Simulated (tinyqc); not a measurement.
Interdiffusion of a quantum well during annealing: blurred potential and shift of the confined levels: one step, computed by the program tinyqc. Command: `OMP_NUM_THREADS=1 python tinyqc.py 3027891 3027892 out.jsonl qwi walk`. One thread of a shared host (Intel(R) Xeon(R) Processor @ 2.30GHz), about 0.06 s of CPU time with the checks.

A square well of width w is blurred by Fick diffusion with a constant coefficient; band offsets are linear in composition, masses are uniform, and strain and excitons are ignored.

Question. Diffusion length. D = D0 exp(-E/(k_B T)); L = sqrt(D t); share of well material at the centre erf(w/(4L)); 1 nm = 1e-7 cm. Temperatures in kelvin are T(C) + 273.15.

Inputs (values chosen for the exercise, modelled on InGaAs in InP):
```
quantity              value    unit
well width w            3.5      nm
prefactor D0            1.3  cm^2/s
activation energy E    3.32      eV
anneal temperature T    720       C
anneal time t           950       s
```

Constants: k_B = 8.617333262e-05 eV/K.

Give: diffusivity D; diffusion length L; ratio L/w; share at the centre.

Answer.

diffusivity D = 1.8470e-17 cm^2/s

diffusion length L = 1.3246 nm

ratio L/w = 0.37847

share at the centre = 0.64978
